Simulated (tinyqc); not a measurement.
What each change does: thin (001) film in sp3s* tight binding with raised dangling bonds.

Planes alternate anion (a), cation (c) along [001], a/4 apart, starting with an anion; zero in-plane momentum; levels counted from the bulk Ev, the lower root of [[Epa, Vxx], [Vxx, Epc]]; no spin-orbit coupling. Block of s, pz, s*: from an anion to the cation above, Vss/2 (s,s), Vsapc/2 (s,z), -Vscpa/2 (z,s), Vxx/2 (z,z), Vxapc/2 (s*,z), -Vpaxc/2 (z,s*); to the cation below the same with the s-z and s*-z signs reversed. Block of u = (px + py)/sqrt2 and v = (px - py)/sqrt2: to the cation above (Vxx + Vxy)/2 for u and (Vxx - Vxy)/2 for v, to the cation below the reverse. Each surface atom has two dangling sp3 hybrids; raising both by dl adds (dl/2) [[1, t], [t, 1]] to its s, pz levels (t = -1 at the bottom face, +1 at the top) and dl to the one of u, v in whose plane the missing bonds lie (v for a bottom anion or a top cation, u for a top anion).

Inputs chosen for the exercise (out of a larger set: near a published set for Si, fitted to gaps, whose masses and valley positions are rough; not measured data):
```
symbol  value                                                                                unit  meaning
p       (-4.17, 1.7, -4.17, 1.7, 6.71, 6.71, -8.39, 1.728, 4.578, 5.75, 5.75, 5.321, 5.321)  eV    order Esa, Epa, Esc, Epc, Exa, Exc, Vss, Vxx, Vxy, Vsapc, Vscpa, Vxapc, Vpaxc
Nw      33                                                                                         planes in the thicker film
dp      30                                                                                   eV    value of dl for the passivated films
```

edges (eV): Gamma 3.45600, Delta 1.25410

A film of Nw planes with shift dp: highest level below mid-gap (half the lower bulk edge) and the two lowest above.

Results for these values:
```
case  Ev1 (eV)  Ec1 (eV)  Ec2 (eV)
base   -0.0403    1.2769    1.2786
```

What happens to each result for dp = 15 eV, all else kept?

Answer: Ev1 falls from -0.0403 to -0.0405; Ec1 does not change at the printed digits; Ec2 falls from 1.2786 to 1.2785.

The same for each parameter in turn:
```
case        Ev1 (eV)  Ec1 (eV)  Ec2 (eV)
base         -0.0403    1.2769    1.2786
Nw = 35      -0.0361    1.2749    1.2755
dp = 15 eV   -0.0405    1.2769    1.2785
```

An odd change of Nw also changes which atoms end the film, so levels need not move as thickness alone would move them; the row for dp shows how far the passivation is from converged.

Run: tinyqc, `OMP_NUM_THREADS=1 python tinyqc.py 1482480 1482481 out.jsonl`; Intel(R) Xeon(R) Processor @ 2.30GHz, one thread, shared host; about 0.4 s of CPU time with all checks.
